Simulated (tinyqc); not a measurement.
Self-heating of a transistor with one or more fingers, with temperature-dependent conductivity: one step, computed by the program tinyqc.

N long parallel fingers lie on the top face of a slab whose bottom is held at T_0; the top is otherwise insulated, and heat flows in two dimensions. P in W/mm is 1000 P in W/m.

Task: Correction for the falling conductivity. Kirchhoff transformation for kappa = kappa_0 (T/T_0)^-m: T = T_0 [1 - (m - 1) theta/T_0]^(-1/(m - 1)), where theta is the linear rise. The bracket vanishes at the power P T_0/((m - 1) theta).

Inputs (values chosen for the exercise, modelled on silicon): exponent m in kappa ~ T^-m = 1.3; base temperature T_0 = 358 K; power per gate width P = 1.4 W/mm.

Power: power rises with temperature.

largest theta = 40.55405 K

Give: peak temperature; true rise; true rise / linear rise; power at which the formula diverges.

Result:

peak temperature = 401.73 K

true rise = 43.731 K

true rise / linear rise = 1.0783

power at which the formula diverges = 41.196 W/mm

The falling conductivity adds 7.8 % to the rise.
